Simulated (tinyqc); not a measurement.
What each parameter does: shallow acceptor in the spherical four-band model.

Units Ry* = Ry/(g1 eps^2) and a* = a0 eps g1; mu = (6 g3 + 4 g2)/(5 g1) is the spherical heavy-light coupling and delta = (g3 - g2)/g1 the cubic term, which is left out.

The ground state 1S3/2 has an L = 0 part f(r) and an L = 2 part g(r). In units of Ry* and a*, with Gaussians f_i = exp(-a_i r^2), g_i = r^2 exp(-a_i r^2), A = a_i + a_j and I(n) = Gamma((n + 1)/2)/(2 A^((n + 1)/2)): S_ff = I(2), S_gg = I(6), H_ff = (6 a_i a_j/A) I(2) - 2 I(1), H_gg = (14 a_i a_j/A) I(6) - 2 I(5), H_fg = -mu [15 I(2) - 20 a_j I(4) + 4 a_j^2 I(6)]; each function is then normalised. The split-off band is left out.

Converged values use 22 exponents 2.2^i, i = -7 to 14, for f and for g.
Constants: Ry = 13.60569312 eV; a0 (Bohr radius) = 0.5291772105 angstrom.

Values chosen for the exercise (near those of a shallow acceptor in Si, where the small spin-orbit splitting and strong warping make this model rough; the results hold for these values, not for the real material): g1 = 4.29 (Luttinger gamma1); g2 = 0.34 (gamma2); g3 = 1.45 (gamma3); eps = 11.7 (dielectric constant).

Converged values.

One parameter was then changed.

Results before and after:
```
case        mu  Ry* (meV)  binding (meV)  <r> (angstrom)
base     0.469      23.17          29.02            32.9
changed  0.469      19.66          24.63            35.7
```

Which of these changes was made? (a) g3 = 1.33; (b) g2 = 0.29; (c) g1 = 4.63; (d) eps = 12.7.
Answer: (d) eps = 12.7. Of the candidates, run in turn, only this one gives the changed row.

All candidates:
```
case           mu  Ry* (meV)  binding (meV)  <r> (angstrom)
base        0.469      23.17          29.02            32.9
g1 = 4.63   0.435      21.47          25.95            36.6
g2 = 0.29   0.460      23.17          28.73            33.2
g3 = 1.33   0.435      23.17          28.03            33.9
eps = 12.7  0.469      19.66          24.63            35.7
```

g1 acts twice: it lowers Ry* and it lowers mu.

tinyqc: `OMP_NUM_THREADS=1 python tinyqc.py 1282457 1282458 out.jsonl`; about 0.06 s, one thread, shared Intel(R) Xeon(R) Processor @ 2.30GHz.
